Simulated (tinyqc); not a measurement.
# Nanowire ballistic transistor, top-of-the-barrier model: two studies

At the top of the source barrier, states moving towards the drain are filled by the source (Fermi level 0) and states moving back by the drain (Fermi level -q Vd); nothing scatters. U is the shift of the band edge there, set by the capacitances CG, CD and CS (the total) and by the charge. Parabolic one-dimensional subbands; the source is grounded.

Inputs (values chosen for the exercise); mass and valleys close to those of a monolayer dichalcogenide:
```
symbol  value  unit                                                                 meaning
T         250     K                                                             temperature
m       0.497    m0                                                          effective mass
gv          2                                                             valley degeneracy
eox        16                                   relative permittivity of the gate insulator
tox       1.5    nm                                                     insulator thickness
d           6    nm                                                           wire diameter
dE       0.17    eV                                    offset of a second subband (0: none)
aG       0.88                                                            gate control CG/CS
aD      0.044                                                           drain control CD/CS
E0       0.26    eV  band edge at the barrier top above the source Fermi level at zero bias
```

Constants: q = 1.602176634e-19 C, kB = 1.380649e-23 J/K, hbar = 1.054571817e-34 J s, h = 6.62607015e-34 J s, m0 = 9.1093837015e-31 kg, Vt = kB T/q, eps0 = 8.8541878128e-14 F/cm where lengths are in cm. Results are converted to the units shown.

Each table varies one quantity; the others keep the values above.

## Effect of the effective mass

N0 = gv sqrt(2 m kB T/pi)/hbar, CG = 2 pi eps0 eox/ln(1 + 2 tox/d), CS = CG/aG, n0 = n at U = 0 and Vd = 0. eta1 = -(E0 + U)/Vt, eta2 = eta1 - Vd/Vt, n = (N0/2)[F_(-1/2)(eta1) + F_(-1/2)(eta2)], F_(-1/2)(x) = (1/sqrt(pi)) int_0^infinity u^(-1/2)/(1 + exp(u - x)) du. Each F is summed over the two subbands, F(eta) + F(eta - dE/Vt), which share the mass. U = UL + q (n - n0)/CS with UL = -(aG Vg + aD Vd), energies in eV. I = gv (2 q^2/h) Vt [ln(1 + exp eta1) - ln(1 + exp eta2)], summed over both subbands. CQ = (q/Vt) dn/d(eta1). E0 is held fixed.

In this table Vg = 0.8 V, Vd = 0.8 V.

Effect of the effective mass:
```
m (m0)	eta1	n (cm^-1)	I (uA)	mean velocity I/(q n) (cm/s)	CQ/CS
0.02	20.610	5.4786e6	111.27	1.2676e8	0.050822
0.032	20.204	6.8417e6	108.55	9.9030e7	0.065184
0.05	19.733	8.4223e6	105.41	7.8114e7	0.082849
0.08	19.131	1.0440e7	101.39	6.0619e7	0.10715
0.13	18.380	1.2959e7	96.378	4.6419e7	0.14068
0.2	17.592	1.5604e7	91.113	3.6444e7	0.18041
0.32	16.593	1.8956e7	84.442	2.7804e7	0.23907
0.5	15.512	2.2580e7	77.228	2.1347e7	0.31646
0.8	14.253	2.6805e7	68.824	1.6026e7	0.43344
```

As m goes from 0.02 to 0.8 m0, n rises from 5.48e6 to 2.68e7 cm^-1, the mean velocity falls from 1.27e8 to 1.60e7 cm/s and the current falls from 111 to 68.8 uA. CQ/CS goes from 0.051 to 0.43. The loss of velocity outweighs the gain of charge over the whole range. For m = 0.02 to 0.08 m0 the source Fermi level lies over 0.3 eV above the band edge, where a light band is no longer parabolic.

## Effect of the valley degeneracy

Same model as above.

CQ = (q/Vt) dn/d(eta1). E0 is held fixed.

In this table Vg = 0.8 V, Vd = 0.8 V.

Effect of the valley degeneracy:
```
gv	eta1	n (cm^-1)	I (uA)	mean velocity I/(q n) (cm/s)	CQ/CS
1	18.46	1.270e7	48.44	2.380e7	0.1371
2	15.53	2.253e7	77.33	2.142e7	0.3152
3	13.30	3.000e7	93.72	1.950e7	0.5513
4	11.64	3.556e7	102.9	1.806e7	0.8670
6	9.506	4.273e7	113.2	1.654e7	1.663
```

Read the table: what changes, and by how much?

As gv goes from 1 to 6, n rises from 1.27e7 to 4.27e7 cm^-1, the mean velocity falls from 2.38e7 to 1.65e7 cm/s and the current rises from 48.4 to 113 uA. CQ/CS goes from 0.14 to 1.7.

tinyqc, about 0.05 s, one thread, Intel Xeon 2.30GHz (shared host): `OMP_NUM_THREADS=1 python tinyqc.py 2400009 2400010 out.jsonl`
